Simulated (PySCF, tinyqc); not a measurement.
Inside a calculation. Method: CCD on RHF in the sto-6g basis, frozen core, for BeH+, spin multiplicity 1. The lowest restricted solution is unstable here: a spin-polarised one lies 0.0280 hartree lower (PySCF). Computed by tinyqc, a small Python program that keeps every step (integrals from PySCF). Settings: charge = 1, multiplicity = 1, basis = sto-6g, method = RHF, frozen orbitals = 1, energy threshold = 1e-10, iteration cap = 57, orthogonalisation = symmetric, start = core, DIIS depth = 6, amplitude equations = CCD, DIIS depth for amplitudes = 6, cap on updates = 76. Command: `OMP_NUM_THREADS=1 python tinyqc.py 25396 25397 out.jsonl` (the two numbers bound the seeds that draw the settings). One thread of a shared host (Intel(R) Xeon(R) Processor @ 2.60GHz), about 0.09 s of CPU time with the checks. The early iterations of the SCF are left out here.

## One-electron integrals

Geometry (angstrom):
```
atom         x         y         z
Be    0.000000  0.000000  0.000000
H     0.000000  0.000000  2.060000
```

Basis sto-6g: exponents (1/bohr^2) and contraction coefficients of normalised primitives:
```
element  l (shell)    exponent  coefficient
Be           s (1)  312.870494     0.009164
Be           s (1)   57.364463     0.049361
Be           s (1)   16.048509     0.168538
Be           s (1)    5.513096     0.370563
Be           s (1)    2.140897     0.416492
Be           s (1)    0.881739     0.130334
Be           s (2)   13.633247    -0.013253
Be           s (2)    2.698375    -0.046992
Be           s (2)    0.838653    -0.033785
Be           s (2)    0.322660     0.250242
Be           s (2)    0.140131     0.595117
Be           s (2)    0.064233     0.240706
Be           p (3)   13.633247     0.003760
Be           p (3)    2.698375     0.037679
Be           p (3)    0.838653     0.173897
Be           p (3)    0.322660     0.418036
Be           p (3)    0.140131     0.425860
Be           p (3)    0.064233     0.101708
H            s (1)   35.523221     0.009164
H            s (1)    6.513144     0.049361
H            s (1)    1.822143     0.168538
H            s (1)    0.625955     0.370563
H            s (1)    0.243077     0.416492
H            s (1)    0.100112     0.130334
```

Overlap, kinetic and nuclear-attraction integrals over the contracted functions; the nuclear repulsion is the sum of Za Zb / Rab.

nuclear repulsion = 1.02752856 hartree

overlap S, order 1Be 1s, 1Be 2s, 1Be 2px, 1Be 2py, 1Be 2pz, 2H 1s:
$$\begin{pmatrix}
1.000000 & 0.254764 & 0.000000 & 0.000000 & 0.000000 & 0.014181 \\
0.254764 & 1.000000 & 0.000000 & 0.000000 & 0.000000 & 0.218002 \\
0.000000 & 0.000000 & 1.000000 & 0.000000 & 0.000000 & 0.000000 \\
0.000000 & 0.000000 & 0.000000 & 1.000000 & 0.000000 & 0.000000 \\
0.000000 & 0.000000 & 0.000000 & 0.000000 & 1.000000 & 0.292250 \\
0.014181 & 0.218002 & 0.000000 & 0.000000 & 0.292250 & 1.000000
\end{pmatrix}$$

kinetic energy T (hartree), order 1Be 1s, 1Be 2s, 1Be 2px, 1Be 2py, 1Be 2pz, 2H 1s:
$$\begin{pmatrix}
6.768753 & -0.207382 & 0.000000 & 0.000000 & 0.000000 & -0.005933 \\
-0.207382 & 0.220121 & 0.000000 & 0.000000 & 0.000000 & 0.002837 \\
0.000000 & 0.000000 & 0.661265 & 0.000000 & 0.000000 & 0.000000 \\
0.000000 & 0.000000 & 0.000000 & 0.661265 & 0.000000 & 0.000000 \\
0.000000 & 0.000000 & 0.000000 & 0.000000 & 0.661265 & 0.036493 \\
-0.005933 & 0.002837 & 0.000000 & 0.000000 & 0.036493 & 0.768522
\end{pmatrix}$$

nuclear attraction V (hartree), order 1Be 1s, 1Be 2s, 1Be 2px, 1Be 2py, 1Be 2pz, 2H 1s:
$$\begin{pmatrix}
-14.971673 & -1.716178 & 0.000000 & 0.000000 & -0.008021 & -0.102352 \\
-1.716178 & -2.555055 & 0.000000 & 0.000000 & -0.079413 & -0.464113 \\
0.000000 & 0.000000 & -2.537806 & 0.000000 & 0.000000 & 0.000000 \\
0.000000 & 0.000000 & 0.000000 & -2.537806 & 0.000000 & 0.000000 \\
-0.008021 & -0.079413 & 0.000000 & 0.000000 & -2.589239 & -0.610217 \\
-0.102352 & -0.464113 & 0.000000 & 0.000000 & -0.610217 & -2.266706
\end{pmatrix}$$

core Hamiltonian H = T + V (hartree), order 1Be 1s, 1Be 2s, 1Be 2px, 1Be 2py, 1Be 2pz, 2H 1s:
$$\begin{pmatrix}
-8.202920 & -1.923560 & 0.000000 & 0.000000 & -0.008021 & -0.108285 \\
-1.923560 & -2.334934 & 0.000000 & 0.000000 & -0.079413 & -0.461277 \\
0.000000 & 0.000000 & -1.876541 & 0.000000 & 0.000000 & 0.000000 \\
0.000000 & 0.000000 & 0.000000 & -1.876541 & 0.000000 & 0.000000 \\
-0.008021 & -0.079413 & 0.000000 & 0.000000 & -1.927974 & -0.573724 \\
-0.108285 & -0.461277 & 0.000000 & 0.000000 & -0.573724 & -1.498183
\end{pmatrix}$$

## Two-electron integrals

Functions are numbered as in S; the eight-fold symmetry (ij|kl) = (ji|kl) = (kl|ij) leaves the list below.

Two-electron integrals (ij|kl) in chemists' order, unique and non-zero (hartree):
```
(11|11) 2.299996   (21|11) 0.361879   (21|21) 0.071926   (22|11) 0.570332
(22|21) 0.139654   (22|22) 0.417773   (31|31) 0.015252   (32|31) 0.022555
(32|32) 0.092340   (33|11) 0.570332   (33|21) 0.139654   (33|22) 0.417773
(33|33) 0.450117   (41|41) 0.015252   (42|41) 0.022555   (42|42) 0.092340
(43|43) 0.024258   (44|11) 0.570332   (44|21) 0.139654   (44|22) 0.417773
(44|33) 0.401601   (44|44) 0.450117   (51|51) 0.015252   (52|51) 0.022555
(52|52) 0.092340   (53|53) 0.024258   (54|54) 0.024258   (55|11) 0.570332
(55|21) 0.139654   (55|22) 0.417773   (55|33) 0.401601   (55|44) 0.401601
(55|55) 0.450117   (61|11) 0.020271   (61|21) 0.003935   (61|22) 0.007689
(61|33) 0.007625   (61|44) 0.007625   (61|51) 0.000396   (61|52) 0.000791
(61|55) 0.007817   (61|61) 0.000228   (62|11) 0.081385   (62|21) 0.020439
(62|22) 0.071004   (62|33) 0.068057   (62|44) 0.068057   (62|51) 0.002688
(62|52) 0.018787   (62|55) 0.076897   (62|61) 0.001257   (62|62) 0.022505
(63|31) 0.001476   (63|32) 0.007720   (63|53) 0.002815   (63|63) 0.001480
(64|41) 0.001476   (64|42) 0.007720   (64|54) 0.002815   (64|64) 0.001480
(65|11) 0.099821   (65|21) 0.025277   (65|22) 0.090948   (65|33) 0.085884
(65|44) 0.085884   (65|51) 0.004247   (65|52) 0.029078   (65|55) 0.101076
(65|61) 0.001601   (65|62) 0.032189   (65|65) 0.046700   (66|11) 0.256765
(66|21) 0.065392   (66|22) 0.252350   (66|33) 0.237413   (66|44) 0.237413
(66|51) 0.007964   (66|52) 0.075153   (66|55) 0.282222   (66|61) 0.004041
(66|62) 0.112746   (66|65) 0.168500   (66|66) 0.774999
```

## Orthogonalisation

S = U s U^T; symmetric (Loewdin) form X = U s^(-1/2) U^T, so that X^T S X = 1.

eigenvalues of S: [0.600884, 0.810070, 1.000000, 1.000000, 1.177844, 1.411201]

X, order 1Be 1s, 1Be 2s, 1Be 2px, 1Be 2py, 1Be 2pz, 2H 1s:
$$\begin{pmatrix}
1.026097 & -0.136071 & 0.000000 & 0.000000 & -0.004176 & 0.016201 \\
-0.136071 & 1.046800 & 0.000000 & 0.000000 & 0.027482 & -0.122883 \\
0.000000 & 0.000000 & 1.000000 & 0.000000 & 0.000000 & 0.000000 \\
0.000000 & 0.000000 & 0.000000 & 1.000000 & 0.000000 & 0.000000 \\
-0.004176 & 0.027482 & 0.000000 & 0.000000 & 1.035561 & -0.159855 \\
0.016201 & -0.122883 & 0.000000 & 0.000000 & -0.159855 & 1.055859
\end{pmatrix}$$

## Starting guess

The start is the orbitals of the core Hamiltonian; D = 2 C_occ C_occ^T.

D at the start, order 1Be 1s, 1Be 2s, 1Be 2px, 1Be 2py, 1Be 2pz, 2H 1s:
$$\begin{pmatrix}
2.111794 & -0.424930 & 0.000000 & 0.000000 & -0.214918 & 0.024796 \\
-0.424930 & 1.602588 & 0.000000 & 0.000000 & 0.938630 & -0.066496 \\
0.000000 & 0.000000 & 0.000000 & 0.000000 & 0.000000 & 0.000000 \\
0.000000 & 0.000000 & 0.000000 & 0.000000 & 0.000000 & 0.000000 \\
-0.214918 & 0.938630 & 0.000000 & 0.000000 & 0.550329 & -0.038825 \\
0.024796 & -0.066496 & 0.000000 & 0.000000 & -0.038825 & 0.002785
\end{pmatrix}$$

## Iteration 8 (converged): orbitals

converged F (hartree), order 1Be 1s, 1Be 2s, 1Be 2px, 1Be 2py, 1Be 2pz, 2H 1s:
$$\begin{pmatrix}
-5.039209 & -1.352179 & 0.000000 & 0.000000 & 0.014268 & -0.075399 \\
-1.352179 & -0.805104 & 0.000000 & 0.000000 & -0.077258 & -0.295401 \\
0.000000 & 0.000000 & -0.116468 & 0.000000 & 0.000000 & 0.000000 \\
0.000000 & 0.000000 & 0.000000 & -0.116468 & 0.000000 & 0.000000 \\
0.014268 & -0.077258 & 0.000000 & 0.000000 & -0.192276 & -0.257492 \\
-0.075399 & -0.295401 & 0.000000 & 0.000000 & -0.257492 & -0.376317
\end{pmatrix}$$

Diagonalise F' = X^T F X, C = X C', fill 2 alpha and 2 beta electrons from the bottom; D = 2 C_occ C_occ^T. Each column has its largest component positive (the first on a tie).

F' = X^T F X (hartree):
$$\begin{pmatrix}
-4.944460 & -0.657887 & 0.000000 & 0.000000 & 0.014891 & 0.028743 \\
-0.657887 & -0.525486 & 0.000000 & 0.000000 & -0.031094 & -0.200198 \\
0.000000 & 0.000000 & -0.116468 & 0.000000 & 0.000000 & 0.000000 \\
0.000000 & 0.000000 & 0.000000 & -0.116468 & 0.000000 & 0.000000 \\
0.014891 & -0.031094 & 0.000000 & 0.000000 & -0.132972 & -0.194441 \\
0.028743 & -0.200198 & 0.000000 & 0.000000 & -0.194441 & -0.274655
\end{pmatrix}$$

orbital energies (hartree): MO1 -5.040346, MO2 -0.611878, MO3 -0.249589, MO4 -0.116468, MO5 -0.116468, MO6 0.024241

coefficients C, order 1Be 1s, 1Be 2s, 1Be 2px, 1Be 2py, 1Be 2pz, 2H 1s:
$$\begin{pmatrix}
0.995764 & -0.197754 & -0.187445 & 0.000000 & 0.000000 & -0.076695 \\
0.016219 & 0.706340 & 0.717618 & 0.000000 & 0.000000 & 0.340598 \\
0.000000 & 0.000000 & 0.000000 & 0.996218 & 0.086885 & 0.000000 \\
0.000000 & 0.000000 & 0.000000 & -0.086885 & 0.996218 & 0.000000 \\
-0.002334 & 0.231876 & -0.533980 & 0.000000 & 0.000000 & 0.871669 \\
-0.001349 & 0.507223 & -0.480738 & 0.000000 & 0.000000 & -0.816926
\end{pmatrix}$$

D after iteration 8, order 1Be 1s, 1Be 2s, 1Be 2px, 1Be 2py, 1Be 2pz, 2H 1s:
$$\begin{pmatrix}
2.061306 & -0.247062 & 0.000000 & 0.000000 & -0.096357 & -0.203297 \\
-0.247062 & 0.998358 & 0.000000 & 0.000000 & 0.327491 & 0.716499 \\
0.000000 & 0.000000 & 0.000000 & 0.000000 & 0.000000 & 0.000000 \\
0.000000 & 0.000000 & 0.000000 & 0.000000 & 0.000000 & 0.000000 \\
-0.096357 & 0.327491 & 0.000000 & 0.000000 & 0.107544 & 0.235232 \\
-0.203297 & 0.716499 & 0.000000 & 0.000000 & 0.235232 & 0.514553
\end{pmatrix}$$

Within a degenerate level the vectors are fixed only up to a rotation; this is one choice.

## Convergence

Stop when the energy changes by less than 1e-10 hartree and every element of the error matrix X^T (F D S - S D F) X is below 3e-06.

Course of the cycle:
```
iteration   E (hartree)     change  largest element of the error matrix
1          -14.48149876          -                             2.43e-01
2          -14.72356536  -2.42e-01                             3.71e-02
3          -14.72663911  -3.07e-03                             1.13e-02
4          -14.72712817  -4.89e-04                             3.68e-03
5          -14.72717256  -4.44e-05                             2.09e-04
6          -14.72717269  -1.29e-07                             1.98e-05
7          -14.72717269  -1.34e-09                             1.65e-06
8          -14.72717269  -1.05e-11                             5.19e-08
```

PySCF RHF in the same basis = -14.72717269 hartree

Converged in 8 iterations.

## Populations, bond orders and dipole

Mulliken: Z minus the diagonal of D S on the atom; Loewdin: the same with S^(1/2) D S^(1/2); Mayer order: 2 sum_s sum (D(s) S)_ij (D(s) S)_ji over the two atoms.

Charges (e):
```
atom  Mulliken   Loewdin
1Be   0.736615  0.748112
2H    0.263385  0.251888
```

Mayer bond orders:
```
pair     order
2-1   0.930629
```

dipole moment about the origin, x y z (debye): [0.000000, 0.000000, -0.306100]

## Integrals over molecular orbitals

(pq|rs) = sum C_ip C_jq C_kr C_ls (ij|kl), one index at a time.

one-electron integrals over orbitals h = C^T H C (hartree):
$$\begin{pmatrix}
-8.195985 & 0.184608 & 0.191724 & 0.000000 & 0.000000 & 0.051792 \\
0.184608 & -1.906492 & -0.131595 & 0.000000 & 0.000000 & -0.246692 \\
0.191724 & -0.131595 & -1.805681 & 0.000000 & 0.000000 & 0.130320 \\
0.000000 & 0.000000 & 0.000000 & -1.876541 & 0.000000 & 0.000000 \\
0.000000 & 0.000000 & 0.000000 & 0.000000 & -1.876541 & 0.000000 \\
0.051792 & -0.246692 & 0.130320 & 0.000000 & 0.000000 & -1.669221
\end{pmatrix}$$

Two-electron integrals over orbitals (pq|rs), unique and non-zero (hartree); the lowest 1 orbital is frozen and left out:
```
(22|22) 0.423697    (32|22) -0.059397   (32|32) 0.084332    (33|22) 0.335534
(33|32) 0.020892    (33|33) 0.400802    (42|42) 0.047948    (43|42) 0.036932
(43|43) 0.045664    (44|22) 0.341835    (44|32) 0.055805    (44|33) 0.365500
(44|44) 0.450117    (52|52) 0.047948    (53|52) 0.036932    (53|53) 0.045664
(54|54) 0.024258    (55|22) 0.341835    (55|32) 0.055805    (55|33) 0.365500
(55|44) 0.401601    (55|55) 0.450117    (62|22) -0.004353   (62|32) 0.060505
(62|33) -0.010671   (62|44) 0.070106    (62|55) 0.070106    (62|62) 0.110011
(63|22) 0.056340    (63|32) -0.082061   (63|33) -0.034967   (63|44) -0.048096
(63|55) -0.048096   (63|62) -0.062050   (63|63) 0.098756    (64|42) 0.021766
(64|43) 0.003937    (64|64) 0.020923    (65|52) 0.021766    (65|53) 0.003937
(65|65) 0.020923    (66|22) 0.428832    (66|32) -0.058961   (66|33) 0.365797
(66|44) 0.348873    (66|55) 0.348873    (66|62) -0.019257   (66|63) 0.051185
(66|66) 0.458137
```

## CCD: starting amplitudes

t_ij^ab = <ij||ab> / (e_i + e_j - e_a - e_b), whose energy is MP2.

Starting amplitudes (spin orbitals 1a, 1b, ...; amplitudes related by a flip of all spins are not repeated):
```
from      to          t
2a 2b  3a 3b  -0.116388
2a 2b  6a 6b  -0.086470
2a 2b  3a 6b  -0.060602
2a 2b  4a 4b  -0.048392
2a 2b  5a 5b  -0.048392
```

correlation energy = -0.03130188 hartree

## CCD: amplitude update 1

t_ij^ab D_ij^ab are set to the remaining terms of the spin-orbital equations, evaluated with the old amplitudes; for the doubles these are <ij||ab> + 1/2 <ab||ef> t_ij^ef + 1/2 <mn||ij> t_mn^ab + P(ij)P(ab) <mb||ej> t_im^ae + terms in t^2, D the orbital-energy denominators.

Amplitudes after update 1 (spin orbitals 1a, 1b, ...; amplitudes related by a flip of all spins are not repeated):
```
from      to          t
2a 2b  3a 3b  -0.164107
2a 2b  6a 6b  -0.115507
2a 2b  3a 6b  -0.095644
2a 2b  4a 4b  -0.057428
2a 2b  5a 5b  -0.057428
```

correlation energy = -0.04362736 hartree

## CCD: amplitude update 2

As before.

Amplitudes after update 2 (spin orbitals 1a, 1b, ...; amplitudes related by a flip of all spins are not repeated):
```
from      to          t
2a 2b  3a 3b  -0.185569
2a 2b  6a 6b  -0.123728
2a 2b  3a 6b  -0.113146
2a 2b  4a 4b  -0.056742
2a 2b  5a 5b  -0.056742
```

correlation energy = -0.04839382 hartree

## CCD: convergence

E_corr = 1/4 sum <ij||ab> t_ij^ab; stop when the norm of the change is below 1e-8.

Course of the amplitude iterations:
```
update  correlation energy (hartree)  norm of the change
0                        -0.03130188                   -
1                        -0.04362736            1.52e-01
2                        -0.04839382            6.76e-02
3                        -0.05200579            3.29e-02
4                        -0.05196656            5.84e-03
5                        -0.05202016            1.25e-03
6                        -0.05198394            2.13e-04
7                        -0.05199573            1.20e-04
8                        -0.05199786            1.80e-05
9                        -0.05199781            5.14e-07
10                       -0.05199781            2.62e-10
```

Converged amplitudes (spin orbitals 1a, 1b, ...; amplitudes related by a flip of all spins are not repeated):
```
from      to          t
2a 2b  3a 3b  -0.210787
2a 2b  3a 6b  -0.130053
2a 2b  6a 6b  -0.122798
2a 2b  4a 4b  -0.051878
2a 2b  5a 5b  -0.051878
```

CCD total energy = -14.77917050 hartree

Converged in 10 updates, with DIIS from the third.
